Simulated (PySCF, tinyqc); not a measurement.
Inside a calculation. Method: RHF in the 6-31g basis, for H3+, spin multiplicity 1. The lowest restricted solution is unstable here: a spin-polarised one lies 0.0001 hartree lower (PySCF). One step of it, computed by the program tinyqc.

Question. Iteration 3: diagonalisation and new density. Diagonalise F' = X^T F X, C = X C', fill 1 alpha and 1 beta electrons from the bottom; D = 2 C_occ C_occ^T. Each column has its largest component positive (the first on a tie).

Fock matrix F (hartree), order 1H 1s, 1H 2s, 2H 1s, 2H 2s, 3H 1s, 3H 2s:
```
[[-0.347294, -0.729190, -0.403665, -0.514357, -0.403299, -0.514125],
 [-0.729190, -0.738311, -0.477212, -0.570877, -0.476957, -0.570715],
 [-0.403665, -0.477212, -0.222391, -0.566896, -0.095748, -0.220774],
 [-0.514357, -0.570877, -0.566896, -0.546824, -0.220729, -0.349073],
 [-0.403299, -0.476957, -0.095748, -0.220729, -0.222339, -0.566782],
 [-0.514125, -0.570715, -0.220774, -0.349073, -0.566782, -0.546725]]
```

X, order 1H 1s, 1H 2s, 2H 1s, 2H 2s, 3H 1s, 3H 2s:
```
[[1.270965, -0.580173, -0.013190, 0.055785, -0.013054, 0.055742],
 [-0.580173, 2.253671, -0.007918, -0.776035, -0.007928, -0.775631],
 [-0.013190, -0.007918, 1.255747, -0.493027, 0.002523, 0.045955],
 [0.055785, -0.776035, -0.493027, 1.662913, 0.045932, 0.134128],
 [-0.013054, -0.007928, 0.002523, 0.045932, 1.255741, -0.493041],
 [0.055742, -0.775631, 0.045955, 0.134128, -0.493041, 1.662539]]
```

Give: F' = X^T F X; orbital energies; coefficients C; D after iteration 3.

Answer.

F' = X^T F X (hartree):
```
[[0.2030, -0.6346, -0.1801, -0.1045, -0.1797, -0.1045],
 [-0.6346, 0.0351, -0.1470, -0.1794, -0.1470, -0.1794],
 [-0.1801, -0.1470, 0.2199, -0.5202, 0.0086, -0.0051],
 [-0.1045, -0.1794, -0.5202, -0.0143, -0.0051, -0.0859],
 [-0.1797, -0.1470, 0.0086, -0.0051, 0.2198, -0.5202],
 [-0.1045, -0.1794, -0.0051, -0.0859, -0.5202, -0.0144]]
```

orbital energies (hartree): [-0.9310, -0.3784, -0.0851, 0.5889, 0.6612, 0.7935]

coefficients C, order 1H 1s, 1H 2s, 2H 1s, 2H 2s, 3H 1s, 3H 2s:
```
[[0.3193, -0.0001, 0.2572, 0.4556, 0.0014, -1.2581],
 [0.3680, -0.0001, 1.5632, -0.3542, -0.0023, 1.9786],
 [0.2153, -0.2959, -0.1251, 0.8312, 0.9177, 0.3738],
 [0.1374, -0.5631, -1.0601, -0.6067, -0.9970, -0.9011],
 [0.2152, 0.2961, -0.1249, 0.8313, -0.9186, 0.3715],
 [0.1374, 0.5635, -1.0591, -0.6066, 0.9992, -0.8985]]
```

D after iteration 3, order 1H 1s, 1H 2s, 2H 1s, 2H 2s, 3H 1s, 3H 2s:
```
[[0.2039, 0.2350, 0.1375, 0.0878, 0.1374, 0.0878],
 [0.2350, 0.2708, 0.1585, 0.1011, 0.1584, 0.1011],
 [0.1375, 0.1585, 0.0927, 0.0592, 0.0927, 0.0592],
 [0.0878, 0.1011, 0.0592, 0.0378, 0.0591, 0.0378],
 [0.1374, 0.1584, 0.0927, 0.0591, 0.0926, 0.0591],
 [0.0878, 0.1011, 0.0592, 0.0378, 0.0591, 0.0378]]
```
